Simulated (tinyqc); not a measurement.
Gupta-type many-body potential for a metal: one step, computed by the program tinyqc.

E_i = sum_j A exp(-p (r_ij/r0 - 1)) - xi rho_i^gamma, with rho_i = sum_j exp(-2 q (r_ij/r0 - 1)); gamma = 1/2 is the tight-binding second-moment form. The crystal is fcc unless stated; d is the neighbour distance and a fixed number of shells is kept.

Problem. Shell terms at equilibrium. fcc shells: d sqrt(k), k = 1..5, with 12, 6, 24, 12, 24 atoms; Omega = d^3/sqrt2. Repulsion and density of one neighbour in each shell, and their sums.

Inputs (values chosen for the exercise, modelled on copper):

| quantity | value | unit |
|---|---|---|
| repulsion A | 0.0821 | eV |
| decay p | 10.8 | - |
| decay q | 2.32 | - |
| reference distance r0 | 2.556 | angstrom |
| shells kept | 3 | - |

neighbour distance d = 2.542980 angstrom

Give: Shells; repulsive energy; density rho.

Solution.

Shells:

| shell | count | r (angstrom) | repulsion (eV) | density |
|---|---|---|---|---|
| 1 | 12 | 2.543 | 8.674e-02 | 1.024 |
| 2 | 6 | 3.596 | 1.012e-03 | 0.151 |
| 3 | 24 | 4.405 | 3.328e-05 | 0.035 |

repulsive energy = 1.048 eV

density rho = 14.03
